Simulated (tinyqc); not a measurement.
# Stacked nanosheet transistor, parasitic resistance, capacitance and delay: what changes with what

Ns sheets share one contact on top; each has perimeter p = 2 (Ws + ts) and cross-section A = Ws ts; contact width Wc = Ws + 10 nm, stack height Hs = Ns pv. Sheet 1 is the top one. Contact length Lc = CPP - Lg - 2 Lsp, shared by two neighbouring gates. Source and drain sides are equal. The formulas are first-order estimates, not field solutions.

Inputs (values chosen for the exercise); values close to those of silicon logic devices: temperature T = 300 K; number of sheets Ns = 3; sheet width Ws = 30 nm; sheet thickness ts = 4 nm; vertical pitch of the sheets pv = 14 nm; vertical resistance between sheet levels rv = 158 ohm; contacted gate pitch CPP = 70 nm; gate length Lg = 14 nm; spacer length Lsp = 5 nm; relative permittivity of the spacer ks = 5.5; gate height above the channel stack Hc = 25 nm; contact resistivity rc = 7.9e-10 ohm cm^2; resistivity of the source-drain epitaxy re = 0.00038 ohm cm; current-carrying depth of the epitaxy te = 30 nm; resistivity of the extension rx = 0.00074 ohm cm; gate overlap Lov = 1 nm; inversion capacitance Cinv = 3.3 uF/cm^2; injection velocity vx = 1e7 cm/s; apparent mobility mu = 260 cm^2/(V s); threshold at zero drain voltage VT = 0.21 V; barrier lowering dl = 0.056 V/V; subthreshold factor n = 1.25; wire load Cw = 0.34 fF; supply voltage Vdd = 0.8 V.

Constants: q = 1.602176634e-19 C, kB = 1.380649e-23 J/K, eps0 = 8.8541878128e-12 F/m, Vt = kB T/q. Results are converted to the units shown.

Each table varies one quantity; the others keep the values above.

## Effect of the relative permittivity of the spacer

Epitaxy sheet resistance Rsh = re/te, transfer length LT = sqrt(rc/Rsh), contact Rc = [sqrt(rc Rsh)/Wc] coth(Lc/(2 LT)); extension of one sheet Rx = rx Lsp/A. With N sheets: gate Cg = Cinv p N Lg; per side, plate Cp = ks eps0 [Wc (Hs + Hc) - N A]/Lsp, top fringe Cf = (2/pi) ks eps0 Wc ln(1 + Lg/(2 Lsp)), overlap Co = Cinv p N Lov. One sheet: I = p Q vx u/(1 + |u|^1.8)^(1/1.8), Q = Cinv n Vt ln(1 + exp((Vg' - VT + dl Vd')/(n Vt))), u = Vd' mu/(vx Lg), Vg' = Vgs - v, Vd' = Vds - 2 v, with the drop on each side v_j = Rc sum I + rv (sum over levels k = 2..j of the current of sheets k..Ns) + Rx I_j. Ieff = [I(Vgs = Vdd, Vds = Vdd/2) + I(Vdd/2, Vdd)]/2, total currents. With Cs = Cp + Cf + Co, the load of an inverter of two such devices driving an equal one is CL = 2 (Cg + 2 Cs) + 4 Cs + Cw (own drains counted twice for the Miller effect); delay CL Vdd/(2 Ieff).

The same in every row: Rc (ohm) = 108.9; Rx/N (ohm) = 102.8; Ieff (uA) = 226.5.

Result of one run:

| ks | CL (aF) | delay (ps) |
|---|---|---|
| 7 | 823.5 | 1.454 |

What becomes of these results when the relative permittivity of the spacer ks is changed from 7 to 2, all else the same?

Result of the changed run:

| ks | CL (aF) | delay (ps) |
|---|---|---|
| 2 | 651.2 | 1.150 |

The whole series:

| ks | CL (aF) | delay (ps) |
|---|---|---|
| 1 | 616.8 | 1.089 |
| 2 | 651.2 | 1.150 |
| 3 | 685.7 | 1.211 |
| 4 | 720.1 | 1.272 |
| 5.5 | 771.8 | 1.363 |
| 7 | 823.5 | 1.454 |

As ks goes from 1 to 7, Ieff stays at 226 uA, CL rises from 617 to 823 aF and the delay rises from 1.09 to 1.45 ps.

## Effect of the vertical resistance between sheet levels

Same model as above.

The same in every row: Rc (ohm) = 108.9; Rx/N (ohm) = 102.8; CL (aF) = 771.8.

Effect of the vertical resistance between sheet levels:

| rv (ohm) | Ieff (uA) | delay (ps) |
|---|---|---|
| 0 | 240.9 | 1.282 |
| 50 | 236.2 | 1.307 |
| 100 | 231.6 | 1.333 |
| 200 | 222.8 | 1.385 |
| 400 | 205.9 | 1.499 |
| 800 | 178.3 | 1.732 |

What does the comparison show?

As rv goes from 0 to 800 ohm, Ieff falls from 241 to 178 uA, CL stays at 772 aF and the delay rises from 1.28 to 1.73 ps.

## Effect of the supply voltage

Same model as above.

The same in every row: Rc (ohm) = 108.9; Rx/N (ohm) = 102.8; CL (aF) = 771.8.

Effect of the supply voltage:

| Vdd (V) | Ieff (uA) | delay (ps) |
|---|---|---|
| 0.45 | 78.74 | 2.205 |
| 0.55 | 119.3 | 1.779 |
| 0.65 | 161.8 | 1.550 |
| 0.75 | 204.8 | 1.413 |
| 0.85 | 248.2 | 1.322 |
| 0.95 | 291.6 | 1.257 |

Read the table: what changes, and by how much?

As Vdd goes from 0.45 to 0.95 V, Ieff rises from 78.7 to 292 uA, CL stays at 772 aF and the delay falls from 2.21 to 1.26 ps.

Program tinyqc, `OMP_NUM_THREADS=1 python tinyqc.py 2170063 2170064 out.jsonl`; Intel Xeon 2.30GHz, shared host, one thread, about 0.06 s.
